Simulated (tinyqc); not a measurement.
Inside a calculation. Method: UHF in the sto-6g basis, for Be, spin multiplicity 1. Computed by tinyqc, a small Python program that keeps every step (integrals from PySCF). Settings: charge = 0, multiplicity = 1, basis = sto-6g, energy threshold = 1e-10, iteration cap = 57, orthogonalisation = symmetric, start = core, DIIS depth = 0, method = UHF, break = 0.4. Command: `OMP_NUM_THREADS=1 python tinyqc.py 24369 24370 out.jsonl` (the two numbers bound the seeds that draw the settings). One thread of a shared host (Intel(R) Xeon(R) Processor @ 2.60GHz), about 0.06 s of CPU time with the checks.

Geometry (angstrom):
```
atom       x       y       z
Be    0.0000  0.0000  0.0000
```

Stop when the energy changes by less than 1e-10 hartree and every element of the error matrix X^T (F D S - S D F) X (for each spin) is below 3e-06.

Course of the cycle:
```
iteration  E (hartree)     change  largest element of the error matrix
1           -14.500018          -                             6.22e-02
2           -14.503227  -3.21e-03                             1.01e-02
3           -14.503825  -5.98e-04                             7.27e-03
4           -14.504191  -3.66e-04                             5.82e-03
5           -14.504436  -2.45e-04                             4.80e-03
6           -14.504605  -1.69e-04                             4.02e-03
7           -14.504724  -1.19e-04                             3.40e-03
8           -14.504810  -8.58e-05                             2.90e-03
9           -14.504873  -6.27e-05                             2.49e-03
10          -14.504919  -4.65e-05                             2.15e-03
11          -14.504954  -3.49e-05                             1.87e-03
12          -14.504981  -2.65e-05                             1.63e-03
13          -14.505001  -2.02e-05                             1.43e-03
14          -14.505017  -1.56e-05                             1.26e-03
...                ...        ...                                  ...
44          -14.505074  -2.24e-08                             4.85e-05
45          -14.505074  -1.83e-08                             4.38e-05
46          -14.505074  -1.49e-08                             3.95e-05
47          -14.505074  -1.22e-08                             3.57e-05
48          -14.505074  -9.92e-09                             3.23e-05
49          -14.505074  -8.09e-09                             2.91e-05
50          -14.505074  -6.61e-09                             2.63e-05
51          -14.505074  -5.39e-09                             2.38e-05
52          -14.505074  -4.40e-09                             2.15e-05
53          -14.505074  -3.59e-09                             1.94e-05
54          -14.505074  -2.93e-09                             1.75e-05
55          -14.505074  -2.39e-09                             1.59e-05
56          -14.505074  -1.96e-09                             1.43e-05
57          -14.505074  -1.60e-09                             1.29e-05
```

Can the last value be used, and what does the course show?

Not by the stop rule, although the second column moves by less than 1e-07 over the last three steps. Not converged within the cap of 57 iterations: the residual falls steadily but slowly, by a factor of about 0.90 a step. Reruns (cap 100 unless said): DIIS 8: converged in 12; damping 0.5: not converged; level shift 0.5: not converged; atomic densities as start, DIIS 8: converged in 3; the original settings with a cap of 400: converged in 72. PySCF UHF in the same basis, after a stability check = -14.503361 hartree.
